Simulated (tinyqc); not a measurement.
Energy relaxation with and without hot phonons: decay of LO phonons and the hot-phonon bottleneck in the cooling of electrons. Computed by tinyqc, a small Python program. Command: `OMP_NUM_THREADS=1 python tinyqc.py 3016033 3016034 out.jsonl hotphonon walk`. One thread of a shared host (Intel(R) Xeon(R) Processor @ 2.30GHz), about 0.01 s of CPU time with the checks.

n(E, T) = 1/(exp(E/(k_B T)) - 1) is the Bose occupation. Electrons have a temperature T_e; the LO modes within their reach share one occupation N; the decay products stay at the lattice temperature.

Inputs (values chosen for the exercise, modelled on indium arsenide):
```
quantity,value,unit
LO energy hbar omega,29.3,meV
"lifetime at T = 0, tau_0",8.3,ps
lattice temperature T,77,K
electron mass m*,0.0248,m_0
eps_inf,12.4,-
static dielectric constant eps_s,15.1,-
electron density n,5.5e+18,1/cm^3
"density of LO modes that the electrons reach, N_m",3.9e+18,1/cm^3
```

Decay channel: two equal phonons (Klemens).

Constants: k_B = 8.617333262e-05 eV/K; c = 299792458 m/s; e^2/(4 pi eps_0) = 14.39964548 eV angstrom; hbar^2/(2 m_0) = 3.80998212 eV angstrom^2; hbar = 6.582119569e-16 eV s; e = 1.602176634e-19 C; k_B = 1.380649e-23 J/K.

Method:
- Decay rate 1/tau = (1/tau_0) [1 + 2 n(hbar omega/2)].
- Full width Gamma = 1/(2 pi c tau) in 1/cm, c in cm/s.
- Froehlich coupling alpha = (e^2/(4 pi eps_0)) (1/eps_inf - 1/eps_s) k_0/(2 hbar omega), k_0 = sqrt(m* hbar omega/(hbar^2/(2 m_0))); emission time tau_sp = hbar/(2 alpha hbar omega); bottleneck ratio r = (n/N_m) tau/tau_sp.
- Net emission per electron: [(N + 1) x - N]/tau_sp with x = exp(-hbar omega/(k_B T_e)), a simple two-level balance; steady state of the modes: n [(N + 1) x - N]/tau_sp = N_m (N - N_0)/tau; power per electron P = hbar omega [(N + 1) x - N]/tau_sp.
- P(T_e) = (hbar omega/tau_sp) [(N_0 + 1) x - N_0]/[1 + r (1 - x)], and r = 0 without hot phonons; energy relaxation time tau_E = (3/2) k_B (T_e - T)/P.

emission time tau_sp = 229.536 fs

equilibrium LO occupation N_0 = 0.0122334

bottleneck ratio r = 40.8931

phonon lifetime tau = 6.65584 ps

Cooling:
```
T_e (K),"P, cold phonons (nW)","P, hot phonons (nW)",ratio,tau_E (ps),N
107,0.61270,0.015246,40.189,40.752,0.042717
157,2.1237,0.057083,37.204,29.024,0.12637
227,4.3789,0.13371,32.749,23.232,0.27959
377,8.1506,0.32218,25.299,19.284,0.65643
577,11.234,0.58483,19.209,17.706,1.1816
877,13.798,0.97568,14.142,16.981,1.9631
1380,15.931,1.6043,9.9302,16.821,3.2200
2080,17.330,2.4180,7.1669,17.155,4.8470
```

What follows from these numbers?

Reabsorption cuts the loss by a factor 40.2 at the lowest T_e and 7.17 at the highest; the factor is 1 + r (1 - x) with r = 40.9. tau_E runs from 41 to 17 ps, with its shortest value, 17 ps, at T_e = 1380 K, against tau_sp = 230 fs and a phonon lifetime of 6.7 ps. For r (1 - x) much above 1 the loss tends to hbar omega (N_m/n)(n(hbar omega, T_e) - N_0)/tau, in which tau_sp no longer appears. In the coldest rows the electrons are degenerate, so (3/2) k_B (T_e - T) overstates their excess energy. Pauli blocking is left out, as are upper valleys and non-parabolic bands, which can matter above about 1000 K.

Extremes, crossings and ranges named in words are read from the listed rows.
